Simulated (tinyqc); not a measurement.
Valley-orbit splitting of a donor ground state, with strain: one step, computed by the program tinyqc.

The basis is the 1s envelope in each valley; energies are counted from the unstrained conduction-band edge. The strain is e_s (a a^T - 1/3) for the unit stress axis a, so valley j along n_j moves by Xi_u e_s w_j with w_j = (n_j.a)^2 - 1/3: +1/6 for x and y, -1/3 for z. The splitting at the zone boundary that a [110] shear adds for <100> valleys is left out.

Question. Levels and ground state under strain. Diagonalise H; the ground vector has positive components. The density at the nucleus, and so the contact hyperfine coupling, scales as (sum_j c_j)^2/(number of valleys), which is 1 without strain; the envelopes are held fixed.

Valleys: six along <100>. Stress axis: [110].

H (meV):
```
           +x         -x         +y         -y         +z         -z
+x  -31.25023   -1.98000   -2.68000   -2.68000   -2.68000   -2.68000
-x   -1.98000  -31.25023   -2.68000   -2.68000   -2.68000   -2.68000
+y   -2.68000   -2.68000  -31.25023   -1.98000   -2.68000   -2.68000
-y   -2.68000   -2.68000   -1.98000  -31.25023   -2.68000   -2.68000
+z   -2.68000   -2.68000   -2.68000   -2.68000  -30.87155   -1.98000
-z   -2.68000   -2.68000   -2.68000   -2.68000   -1.98000  -30.87155
```

Give: levels; valley amplitudes of the ground state; hyperfine ratio A/A_0.

Answer.

levels (meV): -43.83  -29.27  -29.27  -28.89  -27.87  -27.62

valley amplitudes of the ground state: +x 0.4114, -x 0.4114, +y 0.4114, -y 0.4114, +z 0.4019, -z 0.4019

hyperfine ratio A/A_0 = 0.9999
